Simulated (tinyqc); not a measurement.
From results back to parameters: donors with valley-orbit split 1s states. Three cases, with inputs chosen for the exercise.

Problem. The electron density is given and ND is hidden.

Each donor binds at most one electron, in any of its states. For a site s, W_s = sum over its states of g exp(E/kT), and the ionised share is 1/(1 + W_s exp(eta)), eta = (EF - Ec)/kT; n = Nc F_1/2(eta); neutrality n + NA = ND x (mean ionised share); holes are neglected. Nc from N = 2 (m kB T/(4 pi c))^(3/2) with c = hbar^2/2m0, in 1/angstrom^3; times 1e24 for 1/cm^3, m = md. F_j(eta) = (1/Gamma(j + 1)) integral_0^infinity x^j dx/(1 + exp(x - eta)), which tends to exp(eta) for eta << 0.

Constants: hbar^2/2m0 = 3.80998211 eV angstrom^2; kB = 8.617333262e-05 eV/K.

Find: eta; mean ionised share; ND.

Method. n/Nc gives eta, eta and W_s give the ionised share, and ND = (n + NA)/share.

Case 1.

Values chosen (near those of Sb in Si; not measured data): md = 1.061 m0 (density-of-states mass of the conduction band); E = (42.4, 32.2, 29.6) meV (binding energies of 1s(A1), 1s(T2), 1s(E)); g = (2, 6, 4) (their degeneracies with spin); T = 300 K; NA = 7.2e+15 1/cm^3 (compensating acceptors, all ionised).

n = 3.0018e+16 1/cm^3

Solution.

eta = -6.817
mean ionised share = 0.954
ND = 3.9e+16 1/cm^3

Case 2.

Values chosen (near those of P in Si; not measured data): md = 1.087 m0 (density-of-states mass of the conduction band); E = (43.8, 31.9, 31.4) meV (binding energies of 1s(A1), 1s(T2), 1s(E)); g = (2, 6, 4) (their degeneracies with spin); T = 200 K; NA = 0 1/cm^3 (compensating acceptors, all ionised).

n = 8.1775e+16 1/cm^3

Solution.

eta = -5.241
mean ionised share = 0.681
ND = 1.2e+17 1/cm^3

Case 3.

Values chosen (near those of As in Si; not measured data): md = 1.05 m0 (density-of-states mass of the conduction band); E = (54.4, 33, 31.1) meV (binding energies of 1s(A1), 1s(T2), 1s(E)); g = (2, 6, 4) (their degeneracies with spin); T = 500 K; NA = 0 1/cm^3 (compensating acceptors, all ionised).

n = 9.4566e+15 1/cm^3

Solution.

eta = -8.723
mean ionised share = 0.995
ND = 9.5e+15 1/cm^3

Computed by tinyqc, one run a case: `OMP_NUM_THREADS=1 python tinyqc.py N N+1 out.jsonl` with N = 1682087, 1682101, 1682109; one thread of a shared Intel(R) Xeon(R) Processor @ 2.30GHz, about 0.01 s a run at most.
